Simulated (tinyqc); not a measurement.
Worked calculation: Pariser-Parr-Pople SCF with singles CI, for the molecule C=C(Cl)C(=C)C=CC=O (SMILES; centres numbered as the heavy atoms are written). One step of it, computed by the program tinyqc.

Question. PPP integrals. Mataga-Nishimoto: gamma = 14.399645/(R + a), a = 2 x 14.399645/(gamma_rr + gamma_ss); H_rr = -W_r - sum_(s != r) z_s gamma_rs; H_rs = beta for bonds.

Centres (angstrom, eV; a flat drawing with bonds scaled to 1.40 angstrom):
```
centre          x          y  core charge z          W   gamma_rr
1C       2.118000   1.672000              1  11.160000  11.130000
2C       2.039000   0.275000              1  11.160000  11.130000
3Cl      3.211000  -0.492000              2  26.000000  13.000000
4C       0.790000  -0.356000              1  11.160000  11.130000
5C       0.711000  -1.754000              1  11.160000  11.130000
6C      -0.382000   0.411000              1  11.160000  11.130000
7C      -1.632000  -0.220000              1  11.160000  11.130000
8C      -2.803000   0.547000              1  11.160000  11.130000
9O      -4.053000  -0.083000              1  17.700000  15.200000
```

Resonance integrals (eV):
```
i  j       beta
1  2  -2.390000
2  3  -1.590000
2  4  -2.390000
4  5  -2.390000
4  6  -2.390000
6  7  -2.390000
7  8  -2.390000
8  9  -2.510000
```

Give: repulsion gamma_rs; core matrix H.

Answer.

repulsion gamma_rs (eV):
```
         1C      2C     3Cl      4C      5C      6C      7C      8C
1C   11.130   5.347   3.980   3.873   2.881   3.517   2.621   2.271
2C    5.347  11.130   5.551   5.347   3.872   3.872   2.881   2.344
3Cl   3.980   5.551  13.000   3.980   3.605   2.940   2.382   1.973
4C    3.873   5.347   3.980  11.130   5.345   5.344   3.871   2.881
5C    2.881   3.872   3.605   5.345  11.130   3.872   3.517   2.621
6C    3.517   3.872   2.940   5.344   3.872  11.130   5.345   3.872
7C    2.621   2.881   2.382   3.871   3.517   5.345  11.130   5.346
8C    2.271   2.344   1.973   2.881   2.621   3.872   5.346  11.130
9O    1.918   2.001   1.736   2.422   2.344   3.001   4.092   5.775

         9O
1C    1.918
2C    2.001
3Cl   1.736
4C    2.422
5C    2.344
6C    3.001
7C    4.092
8C    5.775
9O   15.200
```

core matrix H (eV):
```
          1C       2C      3Cl       4C       5C       6C       7C       8C
1C   -41.548   -2.390    0.000    0.000    0.000    0.000    0.000    0.000
2C    -2.390  -47.926   -1.590   -2.390    0.000    0.000    0.000    0.000
3Cl    0.000   -1.590  -52.147    0.000    0.000    0.000    0.000    0.000
4C     0.000   -2.390    0.000  -48.203   -2.390   -2.390    0.000    0.000
5C     0.000    0.000    0.000   -2.390  -42.824    0.000    0.000    0.000
6C     0.000    0.000    0.000   -2.390    0.000  -45.864   -2.390    0.000
7C     0.000    0.000    0.000    0.000    0.000   -2.390  -43.599   -2.390
8C     0.000    0.000    0.000    0.000    0.000    0.000   -2.390  -40.216
9O     0.000    0.000    0.000    0.000    0.000    0.000    0.000   -2.510

          9O
1C     0.000
2C     0.000
3Cl    0.000
4C     0.000
5C     0.000
6C     0.000
7C     0.000
8C    -2.510
9O   -42.725
```
